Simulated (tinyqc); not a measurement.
Punch-through p+-n junction, ionisation integral and breakdown: one step of the calculation.

A p+ layer at x < 0 and an n drift layer from x = 0 to L on an n+ substrate. Depletion approximation, built-in voltage neglected. Local ionisation coefficients alpha_n = an exp(-(bn/E)^mx), alpha_p = ap exp(-(bp/E)^mx). Electrons move towards +x, holes towards x = 0.

Task. Ionisation integrals by the trapezoid rule. G(x) = integral from 0 to x of (alpha_n - alpha_p); I_n = integral of alpha_n exp(-G) (electrons injected at x = 0), I_p = integral of alpha_p exp(G(end) - G) (holes injected at the far edge); M = 1/(1 - I). All integrals by the trapezoid rule on the grid.

| point | x (um) | alpha_n (1/cm) | alpha_p (1/cm) |
|---|---|---|---|
| 0 | 0.000000 | 699.85357 | 782.75764 |
| 1 | 1.700000 | 489.54234 | 561.17328 |
| 2 | 3.400000 | 330.33630 | 389.06739 |
| 3 | 5.100000 | 213.91550 | 259.59938 |
| 4 | 6.800000 | 132.11391 | 165.73708 |
| 5 | 8.500000 | 77.238168 | 100.54328 |
| 6 | 10.200000 | 42.361028 | 57.470899 |
| 7 | 11.900000 | 21.555581 | 30.636709 |
| 8 | 13.600000 | 10.039420 | 15.039685 |
| 9 | 15.300000 | 4.2079376 | 6.6926739 |
| 10 | 17.000000 | 1.5538366 | 2.6468197 |

Find: G; alpha_n exp(-G); I_n; I_p; M_n; M_p.

Result.

| point | G | alpha_n exp(-G) (1/cm) |
|---|---|---|
| 0 | 0.000000 | 699.85 |
| 1 | -0.013135 | 496.02 |
| 2 | -0.024216 | 338.43 |
| 3 | -0.033092 | 221.11 |
| 4 | -0.039833 | 137.48 |
| 5 | -0.044672 | 80.77 |
| 6 | -0.047937 | 44.44 |
| 7 | -0.049993 | 22.66 |
| 8 | -0.051190 | 10.57 |
| 9 | -0.051826 | 4.43 |
| 10 | -0.052130 | 1.64 |

I_n = 0.29013
I_p = 0.32617
M_n = 1.4087
M_p = 1.4840

Computed by the program tinyqc: `OMP_NUM_THREADS=1 python tinyqc.py 2120030 2120031 out.jsonl`, one thread of a shared Intel Xeon 2.30GHz, about 0.1 s for the whole run.
